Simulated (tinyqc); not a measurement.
## Doping from the ideality factor

Question. For thermionic-field emission over a Schottky barrier the ideality factor is n = u coth(u) with u = E00/Vt and E00 = (hbar/2) sqrt(Nd/(me m0 eps0 eps_r)) in SI units (volts). Find u, E00 and Nd.

Values chosen for this exercise; band and dielectric values those of a made-up semiconductor:
```
symbol   value  unit                meaning
T          250     K            temperature
me      0.0801    m0          electron mass
eps_r       16        relative permittivity
```

Constants: q = 1.602176634e-19 C, kB = 1.380649e-23 J/K, eps0 = 8.8541878128e-12 F/m, hbar = 1.054571817e-34 J s, m0 = 9.1093837015e-31 kg, Vt = kB T/q. Results are converted to the units shown.

n = 1.1861028

Solution. u coth(u) rises steadily from 1, so n fixes u; the definition of E00 then gives Nd.

u = 0.7613
E00 = 16.40 meV
Nd = 1.000e18 cm^-3

Numbers from tinyqc (`OMP_NUM_THREADS=1 python tinyqc.py 2640053 2640054 out.jsonl`; about 0.02 s on one thread of a shared Intel Xeon 2.30GHz).
